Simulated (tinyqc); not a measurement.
MOSFET with velocity saturation and source resistance: course of the iteration: saturation current with source resistance.

Strong inversion, charge Q = Cox (Vg - m V) at channel potential V with Vg the gate overdrive, and drift velocity v = mu E/(1 + mu E/vsat). Integrating along the channel gives I = mu Cox (1/L)(Vg Vd - m Vd^2/2)/(1 + Vd/Vc) per width, Vc = vsat L/mu, which peaks at Vdsat. Units: I in uA/um, Rs in ohm um, so the drop over Rs is 1e-6 I Rs volts.

Vg = Vgs - I Rs - VT (0 if negative), mu = mu0/(1 + th Vg), Vc = vsat L/mu, x = sqrt(1 + 2 Vg/(m Vc)), Vdsat = 2 Vg/(m (1 + x)), Isat = Cox vsat Vg (x - 1)/(x + 1) per width. I(new) = Isat.

Stop when I changes by less than 1e-6 uA/um, or after 80 iterations.

Parameters, values chosen for the exercise:
```
symbol  value        unit                       meaning
Cox      1.78     uF/cm^2              gate capacitance
mu0       490  cm^2/(V s)  mobility at low gate voltage
th          0         1/V          mobility degradation
vsat    8.8e6        cm/s           saturation velocity
m        1.45                               body factor
VT       0.57           V                     threshold
L        0.05          um                channel length
Rs        200      ohm um             source resistance
Vgs       1.8           V                  gate voltage
```

I at the start = 0 uA/um

Course of the iteration:
```
iteration  I (uA/um)  |change| (uA/um)
1            1220.96              1220
2            928.690               292
3            997.771              69.1
4            981.388              16.4
5            985.271              3.88
6            984.350             0.920
7            984.569             0.218
8            984.517            0.0517
9            984.529            0.0122
10           984.526           2.90e-3
11           984.527           6.88e-4
12           984.527           1.63e-4
13           984.527           3.86e-5
14           984.527           9.16e-6
15           984.527           2.17e-6
16           984.527           5.15e-7
```

Did this iteration meet its convergence test, and what does its course show?

Yes. Converged in 16 iterations. At the end each change is about 0.24 times the one before, with alternating sign: linear convergence. The resistance lowers Isat by 19.4 %.

Range of the model: At this length velocity overshoot and near-ballistic transport, left out here, matter.

tinyqc, about 0.01 s, one thread, Intel Xeon 2.30GHz (shared host): `OMP_NUM_THREADS=1 python tinyqc.py 2500044 2500045 out.jsonl`
